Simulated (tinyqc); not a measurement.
Rigid-ion and shell models of the dielectric response of an ionic crystal. Changing the nearest-neighbour distance d. Computed by tinyqc, a small Python program. Command: `OMP_NUM_THREADS=1 python tinyqc.py 3003436 3003437 out.jsonl shell sweep`. One thread of a shared host (Intel(R) Xeon(R) Processor @ 2.30GHz), about 0.01 s of CPU time with the checks.

Charges +Z and -Z; 6 nearest neighbours, Madelung constant M = 1.747565, volume per ion pair Omega = 2.000000 d^3. Energy per pair U = -M Z^2 e2/d + 6 A exp(-d/rho), e2 = e^2/(4 pi eps_0). In the shell model the anion is a core of charge Y - Z and a massless shell of charge -Y, joined by the spring k; the repulsion acts on the shell. Each ion feels the Lorentz field E + (4 pi/3) P (Gaussian units).

Inputs (values chosen for the exercise, for a model crystal):
```
quantity,value,unit
ionic charge Z,1,e
hardness d/rho,12,-
cation mass,44.2,u
anion mass,32.06,u
shell charge size Y,3.19,e
core-shell spring k,37.5,eV/angstrom^2
cation polarisability alpha_+,1,angstrom^3
```

Structure: rock salt.

Constants: e^2/(4 pi eps_0) = 14.39964548 eV angstrom; 1 eV/angstrom^3 = 160.2176634 GPa; nu for 1 eV/(angstrom^2 u) = 15.6333042 THz; 1 THz = 33.35640952 1/cm.

Method:
- Zero pressure fixes 6 A exp(-d/rho) = M Z^2 e2 rho/d^2. Then U = -(M Z^2 e2/d)(1 - rho/d), B = M Z^2 e2 (d/rho - 2)/(9 Omega d), and the spring of one sublattice against the other is R = (1/3) x (Laplacian of the repulsion summed over neighbours) = M Z^2 e2 (d/rho - 2)/(3 d^3), so R = 3 B Omega/d^2.
- Eliminating the shell gives the anion polarisability alpha_- = Y^2 e2/(k + R), the Szigeti charge Z_S = Z - Y R/(k + R) and the softened spring R' = k R/(k + R). With b = 4 pi (alpha_+ + alpha_-)/(3 Omega): eps_inf = (1 + 2b)/(1 - b) (Clausius-Mossotti); Born charge Z* = Z_S (eps_inf + 2)/3.
- mu lambda_TO = R' - (4 pi e2/(3 Omega)) Z_S^2/(1 - b); mu lambda_LO = mu lambda_TO + 4 pi e2 Z*^2/(eps_inf Omega); eps_s = eps_inf lambda_LO/lambda_TO.
- lambda in eV/(angstrom^2 u) gives the wavenumber 15.6333042 x 33.35640952 x sqrt(lambda); mu is the reduced mass.

One run for each value:
```
nearest-neighbour distance d (angstrom),eps_s,eps_inf,omega_TO (1/cm),bulk modulus B (GPa)
2.49,9.7668,5.4754,210.05,58.267
2.64,7.4637,4.1275,196.25,46.111
2.78,6.2542,3.3809,183.67,37.501
2.93,5.4284,2.8548,171.14,30.392
3.08,4.8687,2.4901,159.72,24.890
3.22,4.4907,2.2401,150.03,20.835
3.37,4.1861,2.0363,140.61,17.366
3.52,3.9524,1.8785,132.08,14.590
3.66,3.7796,1.7611,124.83,12.482
```

Describe and explain the trends.

Over the rows, eps_s falls from 9.77 to 3.78 (exponent d ln y / d ln x -4.6 between the first rows and -1.1 between the last); eps_inf falls from 5.48 to 1.76 (exponent d ln y / d ln x -4.8 between the first rows and -1.7 between the last); omega_TO (1/cm) falls from 210 to 125 (exponent d ln y / d ln x -1.2 between the first rows and -1.4 between the last). The exponent of bulk modulus B stays at -4: B is an energy ~ 1/d over a volume ~ d^3. d/rho, k and the cation polarisability are held fixed, so each row is a different crystal at zero pressure, not one crystal under strain.
